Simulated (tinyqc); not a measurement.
# One-sided p+-n junction, ionisation integral and breakdown: two studies

A p+ layer at x < 0 and an n drift layer from x = 0. Depletion approximation, built-in voltage neglected. Local ionisation coefficients alpha_n = an exp(-(bn/E)^mx), alpha_p = ap exp(-(bp/E)^mx). Electrons move towards +x, holes towards x = 0.

Inputs (values chosen for the exercise); material values close to those of gallium nitride:
```
symbol,value,unit,meaning
eps_r,9.48,,relative permittivity
an,3.02e8,1/cm,prefactor of the electron ionisation coefficient
bn,3.32e7,V/cm,field constant for electrons
ap,1.3e8,1/cm,prefactor of the hole ionisation coefficient
bp,2.11e7,V/cm,field constant for holes
mx,1,,exponent
mu,1020,cm^2/(V s),electron mobility of the drift layer
N,2e16,cm^-3,donor density of the drift layer
```

Constants: q = 1.602176634e-19 C, eps0 = 8.8541878128e-14 F/cm where lengths are in cm. Results are converted to the units shown.

Each table varies one quantity; the others keep the values above.

## Multiplication against voltage

W = sqrt(2 eps0 eps_r V/(q N)), peak field E0 = q N W/(eps0 eps_r), falling linearly to 0 at W. G(x) = integral from 0 to x of (alpha_n - alpha_p); I_n = integral of alpha_n exp(-G) (electrons injected at x = 0), I_p = integral of alpha_p exp(G(end) - G) (holes injected at the far edge); M = 1/(1 - I). Integrals on a fine grid; BV is where I_n = 1. Here BV = 986.130 V; the Miller exponent is n = ln(1 - 1/M)/ln(V/BV).

Multiplication against voltage:
```
V (V),E0 (kV/cm),I_n,I_p,M_n,M_p,"Miller n, electrons","Miller n, holes"
394,1.73e3,3.20e-5,0.0217,1.00,1.02,11.3,4.18
493,1.94e3,3.11e-4,0.0935,1.00,1.10,11.7,3.42
592,2.13e3,0.00179,0.260,1.00,1.35,12.4,2.64
690,2.30e3,0.00787,0.515,1.01,2.06,13.6,1.86
789,2.45e3,0.0327,0.776,1.03,4.46,15.3,1.14
848,2.54e3,0.0798,0.889,1.09,9.00,16.8,0.780
907,2.63e3,0.213,0.959,1.27,24.3,18.5,0.502
947,2.69e3,0.447,0.985,1.81,68.7,19.9,0.362
971,2.72e3,0.725,0.995,3.64,219,20.8,0.296
```

M_n rises from 1.000 to 3.64 and M_p from 1.022 to 219; both diverge at BV. The Miller exponent for electrons rises from 11.3 to 20.8 and that for holes falls from 4.18 to 0.296, so one exponent describes neither over the whole range. The larger multiplication belongs to holes, whose coefficient at the peak field of the last row is 36.6 times the other.

## Effect of the drift doping

Same model as above.

Specific on-resistance Ron = W/(q mu N) with constant mobility and full ionisation.

Results:
```
N (cm^-3),BV (V),E0 at BV (kV/cm),W at BV (um),Ron (mohm cm^2),BV^2/Ron (MW/cm^2),eps0 eps_r mu E0^3/4 (MW/cm^2)
1.7e15,7.55e3,2.21e3,68.2,24.5,2.32e3,2.32e3
3.2e15,4.45e3,2.33e3,38.2,7.30,2.71e3,2.71e3
1.2e16,1.49e3,2.62e3,11.4,0.582,3.83e3,3.83e3
2.3e16,881,2.78e3,6.33,0.169,4.60e3,4.60e3
4.3e16,532,2.96e3,3.60,0.0513,5.53e3,5.53e3
8.3e16,316,3.16e3,2.00,0.0147,6.77e3,6.77e3
1.6e17,189,3.40e3,1.11,0.00425,8.38e3,8.38e3
```

Estimate the missing row, N = 6.1e15 cm^-3.

Computed row:
```
N (cm^-3),BV (V),E0 at BV (kV/cm),W at BV (um),Ron (mohm cm^2),BV^2/Ron (MW/cm^2),eps0 eps_r mu E0^3/4 (MW/cm^2)
6.1e15,2.61e3,2.46e3,21.2,2.12,3.20e3,3.20e3
```

With this row back in the table: BV falls from 7550 to 189 V while the critical field rises from 2210 to 3400 kV/cm. BV goes as N^(-0.84) between the first two rows and N^(-0.78) between the last two (a coefficient proportional to E^7 gives -0.75 without punch-through). Ron goes as BV^(2.35) over the table; the last two columns agree since BV = E0 W/2 and N = eps0 eps_r E0/(q W).

Computed by the program tinyqc: `OMP_NUM_THREADS=1 python tinyqc.py 2120019 2120020 out.jsonl`, one thread of a shared Intel Xeon 2.30GHz, about 0.06 s for the whole run.
